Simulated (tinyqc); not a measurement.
Undoped symmetric double-gate MOSFET, analytic potential model: effect of the temperature.

An undoped body of thickness ts between two equal insulators and tied gates; long channel, electrons only, n = ni exp((psi - V)/Vt) with V the quasi-Fermi potential (0 at the source, Vd at the drain), constant mobility, no quantisation. Across the body psi(x) = V - 2 Vt ln[(ts/(2 beta)) sqrt(q ni/(2 eps0 eps_r Vt)) cos(2 beta x/ts)], x from the centre. Q is the electron charge per area of the whole body.

Nc and Nv are given at 250 K and scale as (T/250 K)^1.5; Eg and mu are held fixed. ni = sqrt(Nc Nv) exp(-Eg/(2 Vt)), Eg in volts; r = eps_r tox/(eox ts); V0 = dphi + 2 Vt ln[(2/ts) sqrt(2 eps0 eps_r Vt/(q ni))]. beta (between 0 and pi/2) solves (Vg - V0 - V)/(2 Vt) = ln(beta) - ln(cos beta) + 2 r beta tan(beta). Q = 8 eps0 eps_r Vt beta tan(beta)/ts; I = mu (1/L)(4 eps0 eps_r/ts)(2 Vt)^2 [g(beta_s) - g(beta_d)] per width, g = beta tan(beta) - beta^2/2 + r beta^2 tan^2(beta), with beta_s at V = 0 and beta_d at V = Vd.  I(low) is taken at Vg = 0.09 V, Qs and I(high) at Vg = 0.84 V.

Values chosen for this exercise; material values close to those of germanium:
```
symbol,value,unit,meaning
Eg,0.665,eV,band gap
eps_r,16.2,,relative permittivity of the semiconductor
Nc,8.06e18,cm^-3,conduction-band density of states at the reference temperature
Nv,4.59e18,cm^-3,valence-band density of states at the reference temperature
eox,9.16,,relative permittivity of the gate insulator
tox,3.1,nm,insulator thickness
ts,10,nm,body thickness
dphi,0.04,V,gate work function less that of the intrinsic body
mu,540,cm^2/(V s),channel mobility
L,0.2,um,gate length
Vd,0.5,V,drain voltage
```

Constants: q = 1.602176634e-19 C, kB = 1.380649e-23 J/K, Vt = kB T/q, eps0 = 8.8541878128e-14 F/cm where lengths are in cm. Results are converted to the units shown.

Effect of the temperature:

| T (K) | V0 (V) | I(low) (nA/um) | Qs(high) (nC/cm^2) | I(high) (uA/um) |
|---|---|---|---|---|
| 220 | 0.3477 | 0.01390 | 2122 | 1352 |
| 250 | 0.3429 | 0.1144 | 2114 | 1363 |
| 280 | 0.3380 | 0.6190 | 2110 | 1378 |
| 310 | 0.3330 | 2.479 | 2108 | 1395 |
| 340 | 0.3278 | 7.937 | 2110 | 1414 |
| 370 | 0.3225 | 21.42 | 2114 | 1436 |
| 400 | 0.3171 | 50.53 | 2120 | 1458 |
| 430 | 0.3116 | 107.1 | 2127 | 1483 |

Read the table: what changes, and by how much?

As T goes from 220 to 430 K, I(low) rises from 0.0139 to 107 nA/um and I(high) rises from 1350 to 1480 uA/um. V0 falls from 0.348 to 0.312 V. In every row the surface density at the source at the higher gate voltage passes 0.3 Nc, where Boltzmann statistics fail. In every row mu V/L at the higher gate voltage, with V the smaller of Vd and Vg - V0, passes 3e6 cm/s, so velocity saturation would lower the current. In every row the mobility is held fixed, though a real one changes with T.

Numbers from tinyqc (`OMP_NUM_THREADS=1 python tinyqc.py 2440034 2440035 out.jsonl`; about 0.01 s on one thread of a shared Intel Xeon 2.30GHz).
